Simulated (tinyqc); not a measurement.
Worked calculation: empirical pseudopotential in a few plane waves. One step of it, computed by the program tinyqc.

Question. Bloch Hamiltonian at k. Basis: the 15 shortest G (labels in 2 pi/a), the same at every k. H(G,G') = c |k + G|^2 delta + VS(|G-G'|^2) cos((G-G').tau) + i VA sin((G-G').tau), tau = a/8 (1,1,1); 1 Ry = 13.605693 eV.

Parameters chosen for this model: fcc lattice, atoms at +/- a/8 (1,1,1); form factors in rydberg at |G|^2 in units of (2 pi/a)^2:
```
parameter                 value      unit
a                      5.830000  angstrom
VS(3)                 -0.244000        Ry
VS(8)                  0.019000        Ry
VS(11)                 0.069000        Ry
VA(3)                  0.061000        Ry
VA(4)                  0.061000        Ry
VA(11)                 0.029000        Ry
hbar^2/2m (2 pi/a)^2   4.425329        eV
```

k point k (2 pi / a): [-0.080000, -0.190000, -0.210000]

Give: H(k) at k.

Answer.

H(k) at k (eV), order +0+0+0, -1-1-1, -1-1+1, -1+1-1, -1+1+1, +1-1-1, +1-1+1, +1+1-1, +1+1+1, -2+0+0, +0-2+0, +0+0-2, +0+0+2, +0+2+0, +2+0+0:
```
[[0.383, 2.347+0.587i, -2.347+0.587i, -2.347+0.587i, -2.347-0.587i, -2.347+0.587i, -2.347-0.587i, -2.347-0.587i, 2.347-0.587i, 0.000+0.830i, 0.000+0.830i, 0.000+0.830i, 0.000-0.830i, 0.000-0.830i, 0.000-0.830i],
 [2.347-0.587i, 17.908, 0.000-0.830i, 0.000-0.830i, -0.259, 0.000-0.830i, -0.259, -0.259, 0.000, -2.347-0.587i, -2.347-0.587i, -2.347-0.587i, -0.664+0.279i, -0.664+0.279i, -0.664+0.279i],
 [-2.347-0.587i, 0.000+0.830i, 14.190, 0.259, 0.000-0.830i, 0.259, 0.000-0.830i, 0.000, -0.259, -2.347+0.587i, -2.347+0.587i, 0.664+0.279i, 2.347-0.587i, -0.664-0.279i, -0.664-0.279i],
 [-2.347-0.587i, 0.000+0.830i, 0.259, 14.544, 0.000-0.830i, 0.259, 0.000, 0.000-0.830i, -0.259, -2.347+0.587i, 0.664+0.279i, -2.347+0.587i, -0.664-0.279i, 2.347-0.587i, -0.664-0.279i],
 [-2.347+0.587i, -0.259, 0.000+0.830i, 0.000+0.830i, 10.827, 0.000, 0.259, 0.259, 0.000-0.830i, 2.347+0.587i, -0.664+0.279i, -0.664+0.279i, -2.347-0.587i, -2.347-0.587i, 0.664-0.279i],
 [-2.347-0.587i, 0.000+0.830i, 0.259, 0.259, 0.000, 16.491, 0.000-0.830i, 0.000-0.830i, -0.259, 0.664+0.279i, -2.347+0.587i, -2.347+0.587i, -0.664-0.279i, -0.664-0.279i, 2.347-0.587i],
 [-2.347+0.587i, -0.259, 0.000+0.830i, 0.000, 0.259, 0.000+0.830i, 12.774, 0.259, 0.000-0.830i, -0.664+0.279i, 2.347+0.587i, -0.664+0.279i, -2.347-0.587i, 0.664-0.279i, -2.347-0.587i],
 [-2.347+0.587i, -0.259, 0.000, 0.000+0.830i, 0.259, 0.000+0.830i, 0.259, 13.128, 0.000-0.830i, -0.664+0.279i, -0.664+0.279i, 2.347+0.587i, 0.664-0.279i, -2.347-0.587i, -2.347-0.587i],
 [2.347+0.587i, 0.000, -0.259, -0.259, 0.000+0.830i, -0.259, 0.000+0.830i, 0.000+0.830i, 9.411, -0.664-0.279i, -0.664-0.279i, -0.664-0.279i, -2.347+0.587i, -2.347+0.587i, -2.347+0.587i],
 [0.000-0.830i, -2.347+0.587i, -2.347-0.587i, -2.347-0.587i, 2.347-0.587i, 0.664-0.279i, -0.664-0.279i, -0.664-0.279i, -0.664+0.279i, 19.501, 0.259, 0.259, -0.259, -0.259, 0.000],
 [0.000-0.830i, -2.347+0.587i, -2.347-0.587i, 0.664-0.279i, -0.664-0.279i, -2.347-0.587i, 2.347-0.587i, -0.664-0.279i, -0.664+0.279i, 0.259, 21.448, 0.259, -0.259, 0.000, -0.259],
 [0.000-0.830i, -2.347+0.587i, 0.664-0.279i, -2.347-0.587i, -0.664-0.279i, -2.347-0.587i, -0.664-0.279i, 2.347-0.587i, -0.664+0.279i, 0.259, 0.259, 21.802, 0.000, -0.259, -0.259],
 [0.000+0.830i, -0.664-0.279i, 2.347+0.587i, -0.664+0.279i, -2.347+0.587i, -0.664+0.279i, -2.347+0.587i, 0.664+0.279i, -2.347-0.587i, -0.259, -0.259, 0.000, 14.367, 0.259, 0.259],
 [0.000+0.830i, -0.664-0.279i, -0.664+0.279i, 2.347+0.587i, -2.347+0.587i, -0.664+0.279i, 0.664+0.279i, -2.347+0.587i, -2.347-0.587i, -0.259, 0.000, -0.259, 0.259, 14.721, 0.259],
 [0.000+0.830i, -0.664-0.279i, -0.664+0.279i, -0.664+0.279i, 0.664+0.279i, 2.347+0.587i, -2.347+0.587i, -2.347+0.587i, -2.347-0.587i, 0.000, -0.259, -0.259, 0.259, 0.259, 16.668]]
```
